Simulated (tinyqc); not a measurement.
Gas flow in a process chamber: flow regimes, conductance, effective pumping speed, pump-down, outgassing and purge: one step, computed by the program tinyqc. Command: `OMP_NUM_THREADS=1 python tinyqc.py 3121203 3121204 out.jsonl pump walk`. One thread of a shared host (Intel(R) Xeon(R) Processor @ 2.30GHz), about 0.07 s of CPU time with the checks.

Ideal gas, isothermal flow, a pump of constant speed at the end of a round pipe; process gas, volume gas and outgassing are given the same properties. 1 sccm = 101325 Pa x 1e-6 m^3/60 s x T/273.15 K.

Question. Time to base pressure. From the outgassing limit: t = 1 h x (q_1 A/(S_eff p_target))^(1/n) - 10 s; monolayer time at the target = 1e19 m^-2 x 4 k_B T/(p c) for unit sticking.

Inputs (values chosen for the exercise, modelled on hydrogen near room temperature):

| quantity | value | unit |
|---|---|---|
| temperature T | 300 | K |
| wall area | 3.5 | m^2 |
| outgassing rate after 1 h | 3.6e-06 | Pa m^3/(s m^2) |
| outgassing exponent n | 0.7 | - |
| target base pressure | 0.0002 | Pa |

S_eff in molecular flow = 434.2360 L/s

mean speed c = 1775.017 m/s

Constants: k_B = 1.380649e-23 J/K.

Give: time to the target; monolayer time.

Answer.

time to the target = 0.06065 h

monolayer time = 0.4667 s
